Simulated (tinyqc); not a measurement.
# Worked calculation: reverse leakage of an n+-p junction: diffusion, generation, trap-assisted and band-to-band tunnelling

Numbers from tinyqc (`OMP_NUM_THREADS=1 python tinyqc.py 2290112 2290113 out.jsonl`; about 0.01 s on one thread of a shared Intel Xeon 2.30GHz). Printed values are rounded.

One-sided abrupt junction in the depletion approximation, x from the junction (0) to W on the p side, field F = F0 (1 - x/W). Flat quasi-Fermi levels, long p side. Traps generate through SRH with both lifetimes shortened by 1 + Gamma (Hurkx enhancement, form for moderate fields); band-to-band generation is local and needs a total bending above Eg.

Inputs (values chosen for the exercise); band and dielectric values close to those of silicon:
```
symbol,value,unit,meaning
T,300,K,temperature
Eg,1.1,eV,band gap
eps_r,11.5,,relative permittivity
Nc,2.79e19,cm^-3,conduction-band density of states at T
Nv,2.65e19,cm^-3,valence-band density of states at T
Na,2.8e16,cm^-3,acceptor density of the lighter side
Nd,5e19,cm^-3,donor density of the heavier side
tau,3e-8,s,SRH lifetime of both carriers at zero field
Et,0.02,eV,trap level above the intrinsic level
mt,0.27,m0,tunnelling mass
Dn,6.1,cm^2/s,electron diffusion coefficient on the lighter side
Ab,3.8e14,cm^-0.5 V^-2.5 s^-1,band-to-band prefactor
Bb,1.85e7,V/cm,band-to-band field constant
VR,2.4,V,reverse bias
```

Constants: q = 1.602176634e-19 C, kB = 1.380649e-23 J/K, hbar = 1.054571817e-34 J s, m0 = 9.1093837015e-31 kg, Vt = kB T/q, eps0 = 8.8541878128e-14 F/cm where lengths are in cm. Results are converted to the units shown.

Range of the model: The n+ side is degenerate, so Vbi from Boltzmann statistics is only a guide.

## Field, scales and diffusion current

ni = sqrt(Nc Nv) exp(-Eg/(2 Vt)), Eg in volts; Vbi = Vt ln(Na Nd/ni^2); W = sqrt(2 eps0 eps_r (Vbi + VR)/(q Na)); F0 = 2 (Vbi + VR)/W; FG = sqrt(24 mt m0 (kB T)^3)/(q hbar); J_diff = q ni^2 sqrt(Dn/tau)(1 - exp(-VR/Vt))/Na.

ni = 1.56614e10 cm^-3
Vbi = 0.937926 V
W = 389.262 nm
F0 = 171.500 kV/cm
FG = 383.312 kV/cm
J_diff = 2.00134e-11 A/cm^2

## Generation rates across the layer

u = (Vbi + VR)(1 - x/W)^2, p = Na exp(-u/Vt), n = Nd exp((u - Vbi - VR)/Vt); G0 = ni^2 (1 - exp(-VR/Vt))/(tau (n + p + 2 ni cosh(Et/Vt))); Gamma = 2 sqrt(3 pi)(F/FG) exp((F/FG)^2); trap-assisted part G0 Gamma; G_bb = Ab F^2.5 exp(-Bb/F) with F in V/cm, zero unless Vbi + VR > Eg, and counted as zero under 1 cm^-3 s^-1. 13 equal steps.

| point | x (nm) | F (kV/cm) | Gamma | G0 (cm^-3 s^-1) | G0 Gamma (cm^-3 s^-1) | G_bb (cm^-3 s^-1) |
|---|---|---|---|---|---|---|
| 0 | 0.000 | 171.500 | 3.35595 | 1.63520e8 | 5.48766e8 | 0 |
| 1 | 29.943 | 158.308 | 3.00741 | 2.77505e16 | 8.34571e16 | 0 |
| 2 | 59.887 | 145.115 | 2.68270 | 1.98576e17 | 5.32719e17 | 0 |
| 3 | 89.830 | 131.923 | 2.37890 | 1.98576e17 | 4.72392e17 | 0 |
| 4 | 119.773 | 118.731 | 2.09337 | 1.98576e17 | 4.15691e17 | 0 |
| 5 | 149.716 | 105.538 | 1.82367 | 1.98576e17 | 3.62137e17 | 0 |
| 6 | 179.660 | 92.346 | 1.56761 | 1.98576e17 | 3.11290e17 | 0 |
| 7 | 209.603 | 79.154 | 1.32314 | 1.98575e17 | 2.62742e17 | 0 |
| 8 | 239.546 | 65.962 | 1.08834 | 1.97893e17 | 2.15375e17 | 0 |
| 9 | 269.489 | 52.769 | 0.861440 | 4.57589e16 | 3.94185e16 | 0 |
| 10 | 299.433 | 39.577 | 0.640745 | 2.82483e14 | 1.80999e14 | 0 |
| 11 | 329.376 | 26.385 | 0.424641 | 6.20272e12 | 2.63393e12 | 0 |
| 12 | 359.319 | 13.192 | 0.211567 | 6.26882e11 | 1.32628e11 | 0 |
| 13 | 389.262 | 0.000 | 0 | 2.92000e11 | 0 | 0 |

## Current components

Each current is q times the trapezoid sum of its rate; J adds J_diff; J_bb under 1e-8 of the sum is given as 0.

J_SRH = 7.01935e-7 A/cm^2
J_TAT = 1.29310e-6 A/cm^2
J_bb = 0 A/cm^2
J = 1.99506e-6 A/cm^2

A fine grid gives J = 2.108e-6 A/cm^2; the coarse sum is 5.4 % below it. On the fine grid the largest part is trap-assisted tunnelling (65.1 %). The simple estimate q ni W/(2 tau cosh(Et/Vt)) is 68 % above the fine-grid J_SRH of 7.352e-7 A/cm^2, since near both edges n or p is large enough to quench generation.
